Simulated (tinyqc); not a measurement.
MOSFET in saturation, small-signal circuit and noise: one step of the calculation.

Bias by the inversion coefficient IC = I/Ispec (charge-based model with velocity saturation; weak inversion below 0.1, strong above 10). Common-source circuit: gm, gds, Cgs, Cgd and Cj at the inner nodes, Rg in series with the gate; quasi-static, no source or drain resistance, no gate-body capacitance, no substrate network, no induced gate noise, so fmax is an upper estimate.

Question. Capacitances, gate resistance and cut-off frequencies. qs = [sqrt(1 + 4 IC) - 1]/2, Cgs = Cox W L qs (2 qs + 3)/(3 (qs + 1)^2) + Cov W, Cgd = Cov W, Cd = Cj W, Rg = Rsh (Wf/L)/(12 Nf) + Rc/W with Nf = W/Wf fingers (not rounded) contacted at both ends. fT = gm/(2 pi (Cgs + Cgd)), fmax = fT/(2 sqrt(Rg (gds + 2 pi fT Cgd))).

Parameters, values chosen for the exercise:

| symbol | value | unit | meaning |
|---|---|---|---|
| L | 180 | nm | gate length |
| W | 40 | um | total gate width |
| Cox | 1.36 | uF/cm^2 | gate capacitance |
| Cov | 0.35 | fF/um | overlap and fringe capacitance per side |
| Cj | 0.33 | fF/um | drain junction capacitance |
| Rsh | 20 | ohm | sheet resistance of the gate |
| Wf | 4 | um | finger width |
| Rc | 100 | ohm um | gate contact and vertical resistance |
| IC | 19 |  | inversion coefficient |

gm = 28.600297 mS
gds = 0.85800891 mS

Wanted: Cgs; Cgd; Cd; Rg; fT; fmax.

Answer.

Cgs = 71.235 fF
Cgd = 14.000 fF
Cd = 13.200 fF
Rg = 6.2037 ohm
fT = 53.404 GHz
fmax = 143.83 GHz

Overlap and fringe make up 32.9 % of the gate capacitance; fmax is 2.69 times fT.

Computed by the program tinyqc: `OMP_NUM_THREADS=1 python tinyqc.py 2150012 2150013 out.jsonl`, one thread of a shared Intel Xeon 2.30GHz, about 0.01 s for the whole run.
